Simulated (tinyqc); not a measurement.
Inside a calculation. Model: four-point probe, van der Pauw, Hall and spreading-resistance readings of a semiconductor layer. Computed by tinyqc, a small Python program that keeps every step. Command: `OMP_NUM_THREADS=1 python tinyqc.py 3113384 3113385 out.jsonl probe walk`. One thread of a shared host (Intel(R) Xeon(R) Processor @ 2.30GHz), about 0.01 s of CPU time with the checks. Intermediate numbers are printed to about 7 digits and carried at full precision; extremes and crossings named in words are read from the listed rows.

The layer is uniform and ohmic; contacts are points unless a radius is given.

Inputs (values chosen for the exercise, modelled on p-type silicon):
```
quantity                                        value        unit
carrier density n                             8.5e+18      1/cm^3
drift mobility mu                                57.4  cm^2/(V s)
layer thickness t                                  80  micrometre
probe spacing s                                     1          mm
current I                                         0.2          mA
side ratio a/b of the van der Pauw rectangle      2.1           -
magnetic field B                                 0.71           T
Hall factor r_H                                  0.77           -
wafer diameter over spacing D/s                   120           -
```

Backing of the layer: insulating.

Constants: e = 1.602176634e-19 C.

## Resistivity and sheet resistance

rho = 1/(e n mu); R_s = rho/t.

resistivity rho = 0.01279260 ohm cm

sheet resistance R_s = 1.599075 ohm/square

## Four-point voltage

Collinear probes with equal spacing on a layer with insulating backing: images at depth 2 m t give V = (rho I/(2 pi s)) G, G = 1 + 4 sum_(m>=1) [1/sqrt(1 + (2 m u)^2) - 1/sqrt(4 + (2 m u)^2)], u = t/s; the sum runs to m = 20000, with the tail 3/(32 u^3 M^2) added to the sum for M = 20000. Limits: thick, rho = 2 pi s V/I; thin on an insulator, rho = (pi/ln 2) t V/I.

t/s = 0.08

G = 17.32868

voltage V = 0.07056257 mV

rho by the thick formula = 0.2216788 ohm cm

rho by the thin formula = 0.01279260 ohm cm

The thick formula is off by +1632.9 % and the thin one by 0.0 %.

## Thickness correction

The last two columns give rho(formula)/rho for rho = 2 pi s V/I and rho = (pi/ln 2) t V/I.

Correction against t/s:
```
t/s         G  thick formula  thin formula
0.1  13.86294       13.86294      1.000000
0.2   6.93147        6.93147      1.000000
0.3   4.62113        4.62113      1.000031
0.5   2.77992        2.77992      1.002645
0.7   2.01748        2.01748      1.018714
1.0   1.50446        1.50446      1.085238
1.5   1.19727        1.19727      1.295469
2.0   1.09388        1.09388      1.578142
3.0   1.03065        1.03065      2.230367
5.0   1.00699        1.00699      3.631937
```

The thin formula holds to 1 % up to t/s = 0.5 and the thick one holds to 1 % from t/s = 5.

## Finite wafer

For a thin circular wafer probed at its centre, R_s = C V/I with C = pi/(ln 2 + ln[((D/s)^2 + 3)/((D/s)^2 - 3)]).

factor C = 4.529637

error if pi/ln 2 is used = 0.06011229 %

## The two van der Pauw resistances

Thin rectangle with point contacts at the corners; for R_B current and voltage contacts lie along the two sides of length a, for R_A along those of length b: exp(-pi R_A/R_s) = (theta_4/theta_3)^4, exp(-pi R_B/R_s) = (theta_2/theta_3)^4 with q = exp(-pi a/b), theta_2 = 2 sum_(m>=0) q^((m + 1/2)^2), theta_3 = 1 + 2 sum_(m>=1) q^(m^2), theta_4 = 1 + 2 sum_(m>=1) (-1)^m q^(m^2).

R_A = 0.01110835 ohm

R_B = 1.952349 ohm

ratio R_B/R_A = 175.7550

## Solving the van der Pauw equation

Solve exp(-pi z R_A) + exp(-pi z R_B) = 1 for z = 1/R_s by seven Newton steps from z = 2 ln 2/(pi (R_A + R_B)); f = R_s 2 ln 2/(pi (R_A + R_B)).

Steps:
```
step  1/z (ohm)  left side less 1
0      4.449547      2.441561e-01
1      2.636684      8.451670e-02
2      1.950520      2.535433e-02
3      1.673337      4.954075e-03
4      1.603785      3.072745e-04
5      1.599096      1.369775e-06
6      1.599075                 0
```

R_s found = 1.599075 ohm/square

correction f = 0.3593792

Averaging R_A and R_B without f would overstate R_s by 178.3 %.

## Hall reading

V_H = r_H I B/(e n t); apparent density n/r_H; Hall mobility r_H mu; Hall angle tan = r_H mu B (SI).

Hall voltage = 0.001003598 mV

apparent density = 1.103896e+19 1/cm^3

Hall mobility = 44.198 cm^2/(V s)

tangent of the Hall angle = 0.003138058

Checks made by the program: thin limit of G, 2 ln 2/u at u = 0.02 (relative difference below 1e-10); R_s recovered (relative difference below 1e-10).
